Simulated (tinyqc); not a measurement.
Spreading the carriers over a thicker layer: defect, radiative and Auger recombination at equal electron and hole densities (ABC model).

J/(e d) = Ae n + B n^2 + C n^3 with Ae = A + 4 S/w (four side walls, carriers spread evenly), e = 1.602176634e-19 C, lengths in cm; internal efficiency IQE = B n^2/(Ae n + B n^2 + C n^3); all injected carriers recombine in the layer.

Values chosen for the exercise (orders of magnitude like those quoted for Si; not measured data): A = 6800 1/s (defect rate); B = 3.6e-15 cm^3/s (radiative coefficient); C = 3.6e-30 cm^6/s (Auger coefficient); S = 0 cm/s (recombination velocity of the side walls); w = 2700 micrometre (side of the square mesa); d = 260000 nm (active thickness); J = 12 A/cm^2 (current density).

d is multiplied by the factor listed, at the same J.

Results:
```
factor  n (1/cm^3)  defect  radiative  Auger
0.10      1.97e+17  0.0464    0.00483  0.949
0.20      1.54e+17  0.0729    0.00596  0.921
0.50      1.11e+17   0.131    0.00774  0.861
2.0       6.49e+16   0.306     0.0105  0.683
5.0       4.27e+16   0.504     0.0114  0.485
10        2.90e+16   0.685     0.0105  0.305
20        1.79e+16   0.847    0.00805  0.145
```

Give the missing row, factor = 1.0.

Computed row:
```
factor  n (1/cm^3)  defect  radiative  Auger
1.0       8.58e+16   0.202    0.00919  0.788
```

The best factor listed is 5 (IQE 0.0114); the optimum factor equals J/J_peak = 4.82, a layer of 1.25e+06 nm, since only J/d matters and the peak value 0.0114 does not depend on d. A thicker layer trades Auger loss (0.949 to 0.145) for defect loss (0.0464 to 0.847).

tinyqc: `OMP_NUM_THREADS=1 python tinyqc.py 1650581 1650582 out.jsonl`; about 0.01 s, one thread, shared Intel(R) Xeon(R) Processor @ 2.30GHz.
